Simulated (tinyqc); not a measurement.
# Heat flow across a film from the phonon Boltzmann equation in the relaxation-time approximation, step by step

A worked calculation. Computed by tinyqc, a small Python program that keeps every step. Command: `OMP_NUM_THREADS=1 python tinyqc.py 3015015 3015016 out.jsonl slabbte walk`. One thread of a shared host (Intel(R) Xeon(R) Processor @ 2.30GHz), about 0.01 s of CPU time with the checks. Intermediate numbers are printed to about 6 digits and carried at full precision; extremes and crossings named in words are read from the listed rows.

Two black walls, hot at x = 0 and cold at x = L, emit phonons isotropically. For one free path Lambda, with tau = x/Lambda, tau_L = L/Lambda and phi = (T - T_cold)/Delta T, energy balance gives phi(tau) = (1/2) [E2(tau) + int_0^tau_L phi(s) E1(|tau - s|) ds]; E_n are the exponential integrals. The flux over the ballistic flux C v Delta T/4 is psi = 1 - 2 int_0^tau_L phi(s) E2(s) ds, and kappa_eff/kappa = (3/4) tau_L psi. kappa = C v Lambda/3 is an input, so at fixed kappa a longer free path means a smaller C v.

Inputs (values chosen for the exercise, modelled on indium phosphide):

| quantity | value | unit |
|---|---|---|
| bulk conductivity kappa | 67.5 | W/(m K) |
| film thickness L | 590 | nm |
| wall temperature difference Delta T | 11 | K |
| free path Lambda_1 | 99 | nm |
| cells n in the small system | 6 | - |

Free-path groups: one.

## The small linear system for Lambda_1

Cut the film into n equal cells with constant phi, collocated at the centres c_i: the kernel integrates to A_ij = |E2(|c_i - e_j|) - E2(|c_i - e_(j+1)|)|/2 for cell edges e_j, and A_ii = 1 - E2(half a cell); solve (1 - A) phi = E2(c)/2; psi = 1 - 2 sum_j phi_j [E3(e_j) - E3(e_(j+1))].

optical thickness tau_L = 5.95960

1 - A, lower triangle (symmetric):
```
           1          2          3          4          5         6
1   0.328536
2  -0.127208   0.328536
3  -0.026948  -0.127208   0.328536
4  -0.007127  -0.026948  -0.127208   0.328536
5  -0.002063  -0.007127  -0.026948  -0.127208   0.328536
6  -0.000628  -0.002063  -0.007127  -0.026948  -0.127208  0.328536
```

right-hand side E2(c)/2: 0.164268  0.0370594  0.0101109  0.00298430  9.21336e-04  2.92967e-04

flux weights E3(e_j) - E3(e_(j+1)): 0.389303  0.0800536  0.0214950  0.00629943  0.00193688  6.14250e-04

## Temperature profile and flux in the small system

In short, (1 - A) phi = b and psi = 1 - 2 sum_j w_j phi_j, with b the right-hand side and w_j the flux weights; the cells divide 0 to tau_L.

phi at the cell centres: 0.827223  0.695246  0.565003  0.434997  0.304754  0.172777

psi, small system = 0.213442

## Fine solution for Lambda_1

Use 150 and 300 cells and extrapolate psi = (4 psi(300) - psi(150))/3. The jump at the hot wall is 1 - phi there (linear extrapolation from the first two of 300 cells). Two-flux (diffusion with slip) formula: psi = 1/(1 + 3 tau_L/4).

psi for Lambda_1 = 0.180659

kappa_eff/kappa for Lambda_1 = 0.807491

jump at the wall / Delta T for Lambda_1 = 0.0788418

psi, two-flux formula = 0.182825

The small system misses psi by +18.15 % and the two-flux formula by +1.2 %. Transport is nearly diffusive: the jumps are small.

## Conductivity, flux and boundary resistance of the film

Each group is solved on its own with 150 and 300 cells, psi = (4 psi(300) - psi(150))/3, and weighted by its share of kappa. Flux J = kappa_eff Delta T/L; apparent boundary resistance per wall (L/kappa_eff - L/kappa)/2.

kappa_eff = 54.5057 W/(m K)

kappa_eff/kappa = 0.807491

flux J = 1.01621 GW/m^2

apparent resistance per wall = 1.04191 m^2 K/GW

## Exact and approximate size effects

Two-flux: kappa_eff/kappa = sum f_i/(1 + 4 Lambda_i/(3 L)). Matthiessen with the thickness: sum f_i/(1 + Lambda_i/L). Ballistic limit: sum f_i 3 L/(4 Lambda_i).

Kappa_eff/kappa:

| L (nm) | Boltzmann | two-flux | Matthiessen | ballistic limit |
|---|---|---|---|---|
| 3 | 0.0220840 | 0.0222222 | 0.0294118 | 0.0227273 |
| 9.9 | 0.0686777 | 0.0697674 | 0.0909091 | 0.075 |
| 25 | 0.155085 | 0.159236 | 0.201613 | 0.189394 |
| 59 | 0.298894 | 0.308901 | 0.373418 | 0.446970 |
| 150 | 0.516975 | 0.531915 | 0.602410 | 1.13636 |
| 400 | 0.739853 | 0.751880 | 0.801603 | 3.03030 |
| 990 | 0.875620 | 0.882353 | 0.909091 | 7.5 |
| 2500 | 0.946981 | 0.949848 | 0.961908 | 18.9394 |

The two-flux formula lies above the Boltzmann result by at most about 3.3 % (at L = 59 nm); the Matthiessen form is high by up to 33 %, since it misses the factor 3/4 of the ballistic limit. The thinnest film reaches 97 % of that limit, and the thickest, 25 Lambda_1, only 95 % of the bulk value. Rows below about 10 nm are near the phonon wavelength, where a particle picture fails.

Checks made by the program: symmetry phi(tau) + phi(tau_L - tau) = 1 (relative difference below 1e-10); thick-film limit psi = 1/(3 tau_L/4 + 1.0657) at tau_L = 20 (relative difference 2e-04).
